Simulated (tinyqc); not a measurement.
Gate length: charge control and current of a heterostructure field-effect transistor. Computed by tinyqc, a small Python program. Command: `OMP_NUM_THREADS=1 python tinyqc.py 3021464 3021465 out.jsonl hemt walk`. One thread of a shared host (Intel(R) Xeon(R) Processor @ 2.30GHz), about 0.01 s of CPU time with the checks.

Two subbands in a triangular well; E_F is counted from the conduction band edge of the channel at the interface.

Inputs (values chosen for the exercise, modelled on AlGaN/GaN):
```
quantity                                  value        unit
channel mass m                              0.2         m_0
permittivity eps (barrier and channel)     9.56           -
barrier thickness d                          21          nm
Schottky barrier phi_B                      1.1          eV
conduction band offset dE_c                0.34          eV
polarisation charge sigma/e             1.2e+13      1/cm^2
gate voltage V_G                          -0.11           V
mobility mu                                1400  cm^2/(V s)
saturation velocity v_s                       1    1e7 cm/s
gate length L                               530          nm
source resistance R_S                         0      ohm mm
temperature T                               400           K
mixing                                      0.5           -
iteration cap                               200           -
```

Charge source: polarisation. Velocity law: two-piece.

Constants: e = 1.602176634e-19 C; eps_0 = 8.8541878128e-12 F/m; k_B = 8.617333262e-05 eV/K; hbar = 1.054571817e-34 J s; m_0 = 9.1093837015e-31 kg; k_B = 1.380649e-23 J/K.

Method:
- Threshold V_T = phi_B - dE_c - sigma d/(eps eps_0) (in volts); C_b = eps eps_0/d.
- Charge control: n_s = C_b (V_G - V_T - E_F/e)/e. Well: mean field F = e n_s/(2 eps eps_0), E_i = (hbar^2/2m)^(1/3) [(3 pi e F/2)(i + 3/4)]^(2/3), i = 0, 1; n_s = D k_B T sum_i ln(1 + exp((E_F - E_i)/k_B T)), D = m/(pi hbar^2), which is solved in closed form for E_F.
- Iteration from n_s = C_b (V_G - V_T)/(2e): E_F from n_s, n_out from the charge control, n_new = n_s + mixing (n_out - n_s), kept above n_s/10; stop when |n_out/n_s - 1| < 1e-9.
- C_g = e dn_s/dV_G = 1/(1/C_b + 1/C_q), 1/C_q = d(E_F/e)/d(e n_s) by a central difference of +/- 0.1 % in n_s; added distance dd = eps eps_0/C_q.
- With V = e n_s/C_g and V_c = v_s L/mu: for v = mu F up to v_s, I/W = C_g v_s V_c (sqrt(1 + (V/V_c)^2) - 1) and V_Dsat = V + V_c - sqrt(V^2 + V_c^2); g_m = dI/dV; extrinsic g_m/(1 + g_m R_S); f_T = g_m/(2 pi C_g L).

sheet density n_s = 8.90736e+12 1/cm^2

gate capacitance C_g = 0.373116 microfarad/cm^2

V = 3.82486 V

Scaling; the last columns are v_s/(2 pi L) and mu V/(2 pi L^2):
```
L (nm)  I/W (mA/mm)  g_m (mS/mm)  extrinsic g_m (mS/mm)  f_T (GHz)  velocity limit (GHz)  mobility limit (GHz)
30           1419.1       373.11                 373.11     530.51                530.52            9.4694e+04
60           1411.2       373.09                 373.09     265.24                265.26            2.3673e+04
120          1395.5       373.02                 373.02     132.60                132.63            5.9184e+03
250          1362.0       372.71                 372.71      63.59                 63.66            1.3636e+03
500          1300.1       371.50                 371.50      31.69                 31.83            3.4090e+02
1000         1185.3       366.78                 366.78      15.65                 15.92            8.5224e+01
2000          990.4       349.53                 349.53       7.45                  7.96            2.1306e+01
5000          620.0       272.71                 272.71       2.33                  3.18            3.4090e+00
```

f_T scales as L^-1.00 at the short end and L^-1.27 at the long end; the two limits cross at L = mu V/v_s = 5350 nm. g_m tends to C_g v_s = 373 mS/mm. Fringe capacitances and short-channel effects, left out, lower f_T once L is below about ten barrier thicknesses. Caution: E_F lies above the conduction band minimum of the barrier, so electrons would spill into the barrier.

Extremes, crossings and ranges named in words are read from the listed rows.
